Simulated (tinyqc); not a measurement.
AlGaN/GaN HEMT with access regions, lumped model: one step of the calculation.

A polarisation-induced electron sheet under a Schottky gate, in series with two ungated access regions and contacts. Drift law v = mu E/(1 + mu E/vs) under the gate. Currents in mA/mm, resistances in ohm mm. No self-heating, no channel-length modulation; fits for polarisation, barrier and offset are chosen for the exercise.

Problem. On-resistance and breakdown. sigma = (5e13 x + 1.6e13 x^2) cm^-2, phiB = 0.84 + 1.3 x, dEc = 0.7 (1.71 x + x^2) in volts, Cb = eps0 eps_r/d, VT = phiB - dEc - q sigma/Cb, access density n0 = -Cb VT/q. Ron = 2 Rc + Ls/(q mu n0) + Ld/(q mu (1 - ft) n0) + Lg/(mu Cb (Vg - VT)). Off state: a depleted stretch that holds the voltage V has the peak field sqrt(k V), k = 2 q n0/(eps0 eps_r te), so one edge holds V1 = Ec^2/k. The sheet under the plate pinches off at Vf = q n0 (1/Cb + tf/(eps0 ei)); beyond it the gate edge is screened. BV = V1 if Vf >= V1, else Vf + V1, and at most Ec Ld. Specific resistance Ron (Ls + Lg + Ld); figure of merit BV^2 over it.

Parameters, values chosen for the exercise; values close to those of AlGaN/GaN structures: aluminium share of the barrier x = 0.29; barrier thickness d = 20 nm; relative permittivity of barrier and channel eps_r = 9.2; channel mobility mu = 1600 cm^2/(V s); saturation velocity vs = 1e7 cm/s; gate length Lg = 0.15 um; source access length Ls = 1 um; drain access length Ld = 16 um; resistance of each contact Rc = 0.58 ohm mm; share of the drain-access electrons removed by traps ft = 0; gate voltage Vg = 0 V; critical field Ec = 3.3 MV/cm; depth over which the depleted charge spreads te = 0.42 um; insulator under the field plate tf = 500 nm; relative permittivity of that insulator ei = 7.

Constants: q = 1.602176634e-19 C, eps0 = 8.8541878128e-14 F/cm where lengths are in cm. Results are converted to the units shown.

Wanted: Ron; Vf; V1; BV; specific resistance; figure of merit.

Solution.

Ron = 6.014 ohm mm
Vf = 183.6 V
V1 = 84.35 V
BV = 84.35 V
specific resistance = 1.031 mohm cm^2
figure of merit = 6.899 MW/cm^2

The plate pinches off too late to screen the gate edge, so it adds nothing.

Numbers from tinyqc (`OMP_NUM_THREADS=1 python tinyqc.py 2570026 2570027 out.jsonl`; about 0.01 s on one thread of a shared Intel Xeon 2.30GHz).
